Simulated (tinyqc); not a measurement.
Inside a calculation: standing waves and exposure in a photoresist film. Values are carried at full precision from step to step, so a last printed digit may differ when a step is redone from the rounded ones.

Normal incidence from air. Unexposed resist: N1 = n1 + i k1 with k1 = (A + B) lam/(4 pi), lam in micrometres. r01 = (1 - N1)/(1 + N1), t01 = 2/(1 + N1). Below the resist lie the layer Na = na + i ka and the substrate Ns = ns + i ks: r12 = (r1a + ras x)/(1 + r1a ras x), x = exp(4 pi i Na da/lam), r1a = (N1 - Na)/(N1 + Na), ras = (Na - Ns)/(Na + Ns). With p = exp(2 pi i N1 d/lam), the field at depth z is E(z) = t01 [exp(2 pi i N1 z/lam) + r12 p^2 exp(-2 pi i N1 z/lam)]/(1 + r01 r12 p^2), the relative intensity I(z) = n1 |E(z)|^2 and the reflectance R = |(r01 + r12 p^2)/(1 + r01 r12 p^2)|^2.

Parameters, chosen for this exercise (a resist on polySi, indices near tabulated ones; shifted at random, so the results belong to these values and not to a real crystal):

| symbol | value | unit | meaning |
|---|---|---|---|
| lam | 248 | nm | vacuum wavelength |
| n1 | 1.726 |  | resist index |
| A | 0.14 | 1/micrometre | bleachable absorption (Dill A) |
| B | 0.9 | 1/micrometre | fixed absorption (Dill B) |
| d | 476 | nm | resist thickness |
| ns | 1.709 |  | substrate n |
| ks | 2.764 |  | substrate k |
| na | 1.751 |  | n of the bottom antireflection layer |
| ka | 0.41 |  | its k |
| da | 71 | nm | its thickness |
| C | 0.035 | cm^2/mJ | exposure rate (Dill C) |
| D | 15 | mJ/cm^2 | incident dose |
| Ld | 30 | nm | diffusion length of the post-exposure bake |

## Interface coefficients

Form N1, r01, t01 and r12.

N1 = 1.72600+0.02052i
r01 = -0.2664-0.0055i
t01 = 0.7336-0.0055i
r12 = -0.0981-0.1972i
|r12|^2 = 0.0485

Next to the bottom the intensity swings by a factor ((1 + |r12|)/(1 - |r12|))^2 = 2.45 between antinode and node; without the layer |r12|^2 would be 0.3850.

## Round trip and reflectance

Form p^2, the denominator and R; the period of the standing wave is lam/(2 n1).

p^2 = -0.4294-0.4327i
1 + r01 r12 p^2 = 1.0122-0.0336i
R = 0.1078
period = 71.84 nm

The film holds 6.63 periods.

## Intensity and exposure over the lowest period

Nine depths from d - period to d. Without bleaching during the exposure the share of unexposed compound is m = exp(-C D I).

Profile:

| z (nm) | I | m |
|---|---|---|
| 404.2 | 0.511 | 0.765 |
| 413.1 | 0.384 | 0.817 |
| 422.1 | 0.392 | 0.814 |
| 431.1 | 0.527 | 0.758 |
| 440.1 | 0.707 | 0.690 |
| 449.1 | 0.824 | 0.649 |
| 458.0 | 0.807 | 0.655 |
| 467.0 | 0.661 | 0.707 |
| 476.0 | 0.471 | 0.781 |

I runs from 0.384 to 0.824 on these points, so m runs from 0.649 to 0.817; the least exposed point listed lies 62.9 nm above the bottom.

## Smoothing by the bake

Gaussian diffusion of length Ld multiplies a cosine of period L by exp(-2 pi^2 Ld^2/L^2). Give that factor, and the Ld that leaves 10 %.

factor = 0.0320
Ld for 10 % = 24.54 nm

## Checks

- R against the transfer-matrix product: both 0.10783.

tinyqc: `OMP_NUM_THREADS=1 python tinyqc.py 1682453 1682454 out.jsonl`; about 0.01 s, one thread, shared Intel(R) Xeon(R) Processor @ 2.30GHz.
